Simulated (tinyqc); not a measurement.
Heavy and light holes: cyclotron masses of warped hole bands.

Values chosen for the exercise (near those of Ge; not measured data):
- g1 = 13.39 (Luttinger gamma1)
- g2 = 4.25 (gamma2)
- g3 = 5.7 (gamma3)
- ths = (0, 10, 25, 35, 55, 70, 90) degrees (angles)

E = c k^2 f(n) with f = g1 -/+ 2 sqrt(g2^2 + 3 (g3^2 - g2^2)(nx^2 ny^2 + ny^2 nz^2 + nz^2 nx^2)). For the orbit through k = 0 perpendicular to b = (sin(theta)/sqrt2, sin(theta)/sqrt2, cos(theta)), mc is the mean of 1/f over the directions n in that plane (180 evenly spaced angles). Quantum effects of the lowest levels are left out.

Cyclotron masses (m0):

| theta (degrees) | heavy | light |
|---|---|---|
| 0 | 0.2807 | 0.0434 |
| 10 | 0.2882 | 0.0432 |
| 25 | 0.3242 | 0.0425 |
| 35 | 0.3542 | 0.0419 |
| 55 | 0.3786 | 0.0414 |
| 70 | 0.3748 | 0.0417 |
| 90 | 0.3718 | 0.0420 |

What can be read from this table?

The heavy mass varies by 35 % over the table, with its largest listed value at 55 degrees ([111] lies at 54.7) and its smallest at 0; the light mass varies by 4.9 %. The warping term enters both with the same size, but it is set against a small inverse mass in one and a large one in the other (along [111], g1 - 2 g3 = 1.99 and g1 + 2 g3 = 24.79).

Program tinyqc; command `OMP_NUM_THREADS=1 python tinyqc.py 1252609 1252610 out.jsonl`; about 0.01 s on one thread of a shared Intel(R) Xeon(R) Processor @ 2.30GHz.
